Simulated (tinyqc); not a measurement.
Metal-interlayer-semiconductor contact, depinning against tunnelling resistance: one step of the calculation.

Zero bias, n-type semiconductor. Gap states at the semiconductor surface thin out as exp(-be ti), which unpins the barrier; electrons must then cross the interlayer (a rectangular barrier, no voltage drop across it) and the parabolic depleted layer, both by WKB. Energies E are counted from the Fermi level; no image force, parabolic bands.

Task. Exponents and integrand on an energy grid. With U = phiB - xi: for xi < E < phiB, y = (E - xi)/U and G1 = (U/E00) [sqrt(1 - y) - y ln((1 + sqrt(1 - y))/sqrt(y))], G1 = 0 above phiB; G2 = 2 ti sqrt(mi max(phiB + dE - E, 0)/C), C = hbar^2/(2 m0); f = 1/(1 + exp(E/Vt)); integrand exp(-G1 - G2) f.

Values chosen for this exercise; semiconductor values close to those of gallium arsenide; interlayer mass of the order of that in strontium titanate, offset chosen freely: temperature T = 250 K; interlayer thickness ti = 1.1 nm; conduction-band offset of the interlayer above the semiconductor dE = 0.15 eV; tunnelling mass in the interlayer mi = 0.6 m0.

Constants: q = 1.602176634e-19 C, kB = 1.380649e-23 J/K, hbar = 1.054571817e-34 J s, m0 = 9.1093837015e-31 kg, Vt = kB T/q, hbar^2/(2 m0) = 0.0380998212 eV nm^2. Results are converted to the units shown.

E, point 0 to 14 (eV): [-0.11, -0.075, -0.04, -0.005, 0.03, 0.065, 0.1, 0.135, 0.17, 0.205, 0.24, 0.275, 0.31, 0.345, 0.38]
phiB = 0.48990586 eV
xi = -0.11379253 eV
E00 = 0.035469251 eV

Find: G1; G2; f; integrand.

Result.

```
point      G1      G2          f  integrand (1e-8)
0      16.622  7.5603    0.99398            0.0031
1      14.223  7.3818    0.97015            0.0402
2      12.384  7.1988    0.86491            0.2704
3      10.805  7.0111    0.55776            1.0209
4       9.404  6.8182    0.19900            1.7936
5       8.141  6.6197   0.046656            1.8123
6       6.995  6.4150  0.0095482            1.4325
7       5.949  6.2036  0.0018954            0.9997
8       4.994  5.9847  3.7393e-4            0.6379
9       4.123  5.7575  7.3680e-5            0.3770
10      3.331  5.5210  1.4515e-5            0.2078
11      2.615  5.2738  2.8592e-6            0.1072
12      1.973  5.0145  5.6322e-7            0.0520
13      1.406  4.7411  1.1094e-7            0.0237
14      0.916  4.4509  2.1854e-8            0.0102
```

Program tinyqc, `OMP_NUM_THREADS=1 python tinyqc.py 2270158 2270159 out.jsonl`; Intel Xeon 2.30GHz, shared host, one thread, about 0.04 s.
